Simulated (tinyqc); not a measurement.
What moves the results: conduction-band anticrossing with a localised impurity level. A value that a table varies takes the place of the one given here.

Host conduction band EM(k) = Eg - al x + c k^2/mM, c = hbar^2/2m0, coupled to a flat level EI by V = C sqrt(x): H = [[EM, V], [V, EI]], E+/- = (EM + EI)/2 +/- sqrt((EM - EI)^2/4 + V^2). The host weight of a state at E is f = 1/(1 + V^2/(E - EI)^2), and its mass at k = 0 is mM/f. The gap is E-(0), the valence top staying at 0.

Constants: hbar^2/2m0 = 3.80998211 eV angstrom^2.

Inputs chosen for the exercise (host near GaAs; shifted at random, so the results belong to these values and not to a real crystal):
- Eg = 1.521 eV (gap at Gamma to the s-like level)
- mM = 0.0667 m0 (mass of the host band)
- EI = 1.745 eV (impurity level, from the valence top of the host)
- C = 2.82 eV (coupling)
- al = 0.87 eV (linear shift of the host edge)
- x = 0.0029 (impurity fraction)
- aM = 108 meV/GPa (pressure coefficient of the host edge)
- aI = 37 meV/GPa (pressure coefficient of the level)

## Impurity fraction

The last column is the bowing that a quadratic law would need at that x, (Eg - gap)/(x (1 - x)), with equal end gaps.

Results:
```
x (%),E- (eV),E+ (eV),gap (eV),host weight of E-,mass of E-,bowing (eV)
0.1,1.4891,1.7761,1.4891,0.892,0.0748,32.0
0.2,1.4629,1.8014,1.4629,0.833,0.0800,29.1
0.5,1.4010,1.8606,1.4010,0.748,0.0891,24.1
1.0,1.3236,1.9337,1.3236,0.691,0.0966,19.9
2.0,1.2076,2.0410,1.2076,0.645,0.1034,16.0
3.0,1.1158,2.1241,1.1158,0.624,0.1069,13.9
5.0,0.9667,2.2558,0.9667,0.604,0.1105,11.7
8.0,0.7872,2.4092,0.7872,0.591,0.1130,10.0
```

How do the results move?

The apparent bowing falls from 32.0 to 10.0 eV, so no single constant describes the gap: the part from the coupling goes as x while V is small against |EM - EI| and as sqrt(x) beyond (V = |Eg - EI| near x = 0.63 %), with the linear term al x on top; the fall of the gap goes as the power 0.86 of x between the first two rows and 0.60 between the last two. The mass of E- goes from 0.0748 to 0.1130, higher although the gap falls, against the usual k.p trend; with al = 0 the weight tends to 1/2 at large x.

## Pressure

Eg and EI move linearly with pressure; V is kept. The slope of E- is f aM + (1 - f) aI.

Results:
```
P (GPa),EM (eV),EI (eV),E- (eV),E+ (eV),host weight of E-,slope of E- (meV/GPa)
0,1.5185,1.7450,1.4423,1.8212,0.799,93.7
1,1.6265,1.7820,1.5336,1.8749,0.728,88.7
2,1.7345,1.8190,1.6191,1.9344,0.634,82.0
3,1.8425,1.8560,1.6972,2.0013,0.522,74.1
4,1.9505,1.8930,1.7672,2.0763,0.407,65.9
5,2.0585,1.9300,1.8293,2.1591,0.305,58.7
6,2.1665,1.9670,1.8851,2.2484,0.226,53.0
7,2.2745,2.0040,1.9359,2.3426,0.167,48.9
8,2.3825,2.0410,1.9832,2.4402,0.126,46.0
```

What can be read from the table?

The unmixed levels cross at 3.19 GPa, where E+ - E- has its minimum 2V = 0.304 eV and the weights are 1/2. The slope of E- falls from 94 to 46 meV/GPa, between the limits aM = 108 and aI = 37, as the state turns impurity-like. The X valleys, which pass below the Gamma edge of the host at high pressure, are left out.

## What each parameter does

At k = 0. Each row changes one parameter from the base and keeps the others.

Results:
```
case,E- (eV),E+ (eV),gap (eV),mass (m0)
base,1.4423,1.8212,1.4423,0.0835
EI = 1.695 eV,1.4311,1.7824,1.4311,0.0888
al = 1.37 eV,1.4411,1.8209,1.4411,0.0834
Eg = 1.571 eV,1.4811,1.8324,1.4811,0.0888
C = 3.243 eV,1.4236,1.8399,1.4236,0.0864
x = 0.00333,1.4332,1.8299,1.4332,0.0849
mM = 0.0767 m0,1.4423,1.8212,1.4423,0.0960
```

What does this show?

The largest shifts from the base row, up to three for each result and ties (the steps differ in size, so this ranks the rows, not the parameters). E- (eV): Eg +0.0388, C -0.0187, EI -0.0112; unchanged at the printed digits by mM. E+ (eV): EI -0.0388, C +0.0187, Eg +0.0112; unchanged at the printed digits by mM. gap (eV): Eg +0.0388, C -0.0187, EI -0.0112; unchanged at the printed digits by mM. mass (m0): mM +0.0125, EI +0.0053, Eg +0.0053.

Computed by tinyqc, a small Python program: `OMP_NUM_THREADS=1 python tinyqc.py 1081279 1081280 out.jsonl` (the numbers bound the seed that draws the inputs); one thread of a shared host (Intel(R) Xeon(R) Processor @ 2.30GHz), about 0.01 s for the whole set of steps.
